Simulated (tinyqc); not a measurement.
Worked calculation: tunnelling through a thin dielectric with one trap, as a tight-binding chain. Values are carried at full precision from step to step, so a last printed digit may differ when a step is redone from the rounded ones.

Hopping -t everywhere, t = c/(m a^2), c = hbar^2/2m0; lead sites at 2t (band bottom 0), barrier sites 1 to N at 2t + phi, and site j has U besides. No voltage. Leads give S = -t exp(ika) on sites 1 and N, cos(ka) = 1 - E/(2t). T = (2 t sin(ka))^2 |G_1N|^2, G = (E - H - S)^-1. In the barrier cosh(q a) = 1 + (phi - E)/(2t).

Constants: hbar^2/2m0 = 3.80998211 eV angstrom^2; hbar = 6.58211957e-16 eV s.

Values chosen for the exercise (barrier and mass of the size used for Al2O3 on silicon; the results hold for these values, not for the real material): a = 3 angstrom (site spacing); m = 0.27 m0 (mass, the same in leads and barrier); phi = 2.12 eV (conduction edge of the barrier above that of the leads); U = -2.56 eV (extra energy on the trap site); E = 1.12 eV (electron energy); N = 7 (barrier sites); j = 5 (site of the trap).

## Scales

Form t, ka, q a, and the level of the trap in an endless barrier, Eb = phi + 2t - sqrt(4 t^2 + U^2).

t = 1.5679 eV
ka = 0.87261 rad
q a = 0.77879
Eb = 1.2077 eV

## The matrix E - H - S

Fill it in.

E - H - S (eV):
```
                 1        2        3        4        5        6
1  -3.1279+1.2010i   1.5679   0.0000   0.0000   0.0000   0.0000
2           1.5679  -4.1358   1.5679   0.0000   0.0000   0.0000
3           0.0000   1.5679  -4.1358   1.5679   0.0000   0.0000
4           0.0000   0.0000   1.5679  -4.1358   1.5679   0.0000
5           0.0000   0.0000   0.0000   1.5679  -1.5758   1.5679
6           0.0000   0.0000   0.0000   0.0000   1.5679  -4.1358
7           0.0000   0.0000   0.0000   0.0000   0.0000   1.5679

                 7
1           0.0000
2           0.0000
3           0.0000
4           0.0000
5           0.0000
6           1.5679
7  -3.1279+1.2010i
```

## Transmission

Invert the matrix; T = (2 t sin(ka))^2 |G_1N|^2.

first row of G (1/eV): -0.3356-0.1772i  -0.1674-0.09645i  -0.1060-0.07721i  -0.1123-0.1072i  -0.1901-0.2056i  -0.07880-0.09942i  -0.01775-0.05665i

T = 0.02033

Without the trap T is 6.99e-05: the trap changes it by a factor 291 at this energy.

## The resonance

Resonance: the lowest eigenvalue of H + S(E), iterated until its real part equals E (40 rounds from Eb = phi + 2t - sqrt(4t^2 + U^2), the level in an endless barrier). With v the normalised squared amplitudes of that state, Gamma_L = 2 t sin(ka) v_1, Gamma_R = 2 t sin(ka) v_N; Breit-Wigner T = Gamma_L Gamma_R/((E - Er)^2 + (Gamma_L + Gamma_R)^2/4).

Find Er, the two widths, the peak height 4 Gamma_L Gamma_R/(Gamma_L + Gamma_R)^2 and the escape time hbar/(Gamma_L + Gamma_R).

Er = 1.2180 eV

widths (meV): left 3.993, right 78.38

peak height = 0.1845
escape time = 7.99 fs

squared amplitudes: 0.0016  0.0071  0.0327  0.1453  0.6414  0.1403  0.0316

The nearby leads move the level 10.3 meV above its value in an endless barrier. The trap is closer to the right lead, which takes 95.2 % of the escapes.

## Checks

- T at Er from the chain against the Breit-Wigner peak: both 0.184.
- T without trap against the closed form for a lattice barrier: both 6.987e-05.

(tinyqc, `OMP_NUM_THREADS=1 python tinyqc.py 1480093 1480094 out.jsonl`, Intel(R) Xeon(R) Processor @ 2.30GHz, 1 thread, shared host, about 0.1 s.)
